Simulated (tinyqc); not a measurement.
# An infinitely deep well in a field (quantum-confined Stark shift), Airy functions: effects of single changes

Hard walls at x = -L/2 and +L/2; between them U(x) = -F x (eV, zero at the centre). C = hbar^2/(2 m0), e = (C F^2/m1)^(1/3), z1 = (F L/2 - E)/e at the left wall and z2 = (-F L/2 - E)/e at the right wall. Levels are the roots of D(E) = Ai(z1) Bi(z2) - Ai(z2) Bi(z1).

Values chosen for this exercise:
- m1 = 0.083 m0 (mass)
- L = 12.8 nm (well width)
- F = 0.011 V/nm (field)

Constants: q = 1.602176634e-19 C, hbar = 1.054571817e-34 J s, m0 = 9.1093837015e-31 kg, hbar^2/(2 m0) = 0.0380998212 eV nm^2. Results are converted to the units shown.

Each table varies one quantity; the others keep the values above.

## The Stark shift against well width

Exact shifts E_n(F) - E_n(0) from the roots of D; <x> = -dE_1/dF. E_n(0) = C (n pi/L)^2/m1; second-order shift m1 F^2 L^4 (1 - 15/(pi n)^2)/(48 C pi^2 n^2).

The Stark shift against well width:

| L (nm) | F L/E_1(0) | shift of level 1 (meV) | second order, 1 (meV) | shift of level 2 (meV) | second order, 2 (meV) | <x> of level 1 (nm) |
|---|---|---|---|---|---|---|
| 5.8 | 0.4737 | -0.3272 | -0.3273 | 0.09747 | 0.09761 | 0.05946 |
| 7.6 | 1.066 | -0.9628 | -0.9650 | 0.2857 | 0.2878 | 0.1747 |
| 9.5 | 2.082 | -2.336 | -2.356 | 0.6834 | 0.7025 | 0.4212 |
| 11.3 | 3.503 | -4.608 | -4.716 | 1.302 | 1.406 | 0.8193 |
| 13.1 | 5.458 | -8.078 | -8.518 | 2.117 | 2.540 | 1.398 |
| 14.9 | 8.032 | -12.85 | -14.26 | 2.907 | 4.251 | 2.134 |
| 16.7 | 11.31 | -18.82 | -22.50 | 3.250 | 6.709 | 2.969 |
| 18.6 | 15.62 | -26.18 | -34.62 | 2.576 | 10.32 | 3.899 |

What does the comparison show?

The shift of level 1 falls from -0.327 to -26.2 meV, as L^(3.99) between the first two rows and L^(3.06) between the last two (second order: power 4). Second order is 0.044 % above it in size in the first row and 32 % above it in the last. The shift of level 2 goes from 0.0975 through a maximum of 3.25 (at L = 16.7 nm among the rows listed) to 2.58 meV.

## The Stark shift against mass

Same model as above.

Result of one run:

| m1 (m0) | F L/E_1(0) | shift of level 1 (meV) | second order, 1 (meV) | shift of level 2 (meV) | second order, 2 (meV) | <x> of level 1 (nm) |
|---|---|---|---|---|---|---|
| 0.045 | 2.761 | -4.148 | -4.209 | 1.196 | 1.255 | 0.7435 |

What becomes of these results when the mass m1 is changed from 0.045 to 0.13 m0, all else the same?

Result of the changed run:

| m1 (m0) | F L/E_1(0) | shift of level 1 (meV) | second order, 1 (meV) | shift of level 2 (meV) | second order, 2 (meV) | <x> of level 1 (nm) |
|---|---|---|---|---|---|---|
| 0.13 | 7.975 | -10.97 | -12.16 | 2.492 | 3.626 | 1.824 |

The whole series:

| m1 (m0) | F L/E_1(0) | shift of level 1 (meV) | second order, 1 (meV) | shift of level 2 (meV) | second order, 2 (meV) | <x> of level 1 (nm) |
|---|---|---|---|---|---|---|
| 0.045 | 2.761 | -4.148 | -4.209 | 1.196 | 1.255 | 0.7435 |
| 0.052 | 3.190 | -4.771 | -4.864 | 1.361 | 1.451 | 0.8513 |
| 0.061 | 3.742 | -5.558 | -5.706 | 1.559 | 1.702 | 0.9854 |
| 0.071 | 4.356 | -6.413 | -6.642 | 1.760 | 1.981 | 1.128 |
| 0.083 | 5.092 | -7.410 | -7.764 | 1.974 | 2.315 | 1.290 |
| 0.097 | 5.951 | -8.529 | -9.074 | 2.182 | 2.706 | 1.465 |
| 0.11 | 6.748 | -9.524 | -10.29 | 2.335 | 3.068 | 1.615 |
| 0.13 | 7.975 | -10.97 | -12.16 | 2.492 | 3.626 | 1.824 |
| 0.15 | 9.202 | -12.32 | -14.03 | 2.561 | 4.184 | 2.008 |

The shift of level 1 falls from -4.15 to -12.3 meV, as m1^(0.97) between the first two rows and m1^(0.81) between the last two (second order: power 1). Second order is 1.5 % above it in size in the first row and 14 % above it in the last. The shift of level 2 rises from 1.20 to 2.56 meV.

Numbers from tinyqc (`OMP_NUM_THREADS=1 python tinyqc.py 2580027 2580028 out.jsonl`; about 0.02 s on one thread of a shared Intel Xeon 2.30GHz).
